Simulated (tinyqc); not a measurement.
Resistance of a tapered via with liner, size effect and interface: one step of the calculation.

A round via whose diameter grows from db at the bottom as D(z) = db + 2 z/tan(ang). The fill, of diameter D - 2 tl, starts above the bottom liner (thickness fb tl) and has rho = rho0 (1 + ks lam/(D - 2 tl)); the sidewall liner conducts in parallel with it. The bottom liner and the interface are crossed over the full area pi db^2/4. Spreading in the lines above and below is left out.

Problem. Total resistance. R_fill = sum of the slices; R_bottom = rl fb tl/(pi db^2/4); R_interface = ri/(pi db^2/4); ballistic (Sharvin) limit 1/(Sb pi (db - 2 tl)^2/4); ideal cylinder rho0 hv/(pi db^2/4).

Values chosen for this exercise; fill metal close to molybdenum: diameter at the bottom db = 20 nm; height hv = 44 nm; bulk resistivity of the fill rho0 = 5.39 uohm cm; liner on the sidewall tl = 0.2 nm; liner at the bottom over that on the sidewall fb = 1; resistivity of the liner rl = 220 uohm cm; interface resistivity at the bottom ri = 1.3e-12 ohm cm^2; ballistic conductance per area, about 3/(4 rho0 lam) Sb = 1.3e15 S/m^2.

| slice | slice resistance (ohm) |
|---|---|
| 0 | 1.8285327 |
| 1 | 1.7353793 |
| 2 | 1.6489886 |
| 3 | 1.5687334 |
| 4 | 1.4940562 |
| 5 | 1.4244609 |
| 6 | 1.3595046 |

Wanted: parts; R; shares; ballistic limit; ideal cylinder.

Solution.

parts (ohm): fill 11.06, bottom liner 1.401, interface 0.4138
R = 12.87 ohm
shares (%): fill 85.91, bottom liner 10.88, interface 3.21
ballistic limit = 2.549 ohm
ideal cylinder = 7.549 ohm

The fill is the largest part, and R is 1.71 times the ideal cylinder. With 2000 slices R = 12.876 ohm.

Numbers from tinyqc (`OMP_NUM_THREADS=1 python tinyqc.py 2750146 2750147 out.jsonl`; about 0.01 s on one thread of a shared Intel Xeon 2.30GHz).
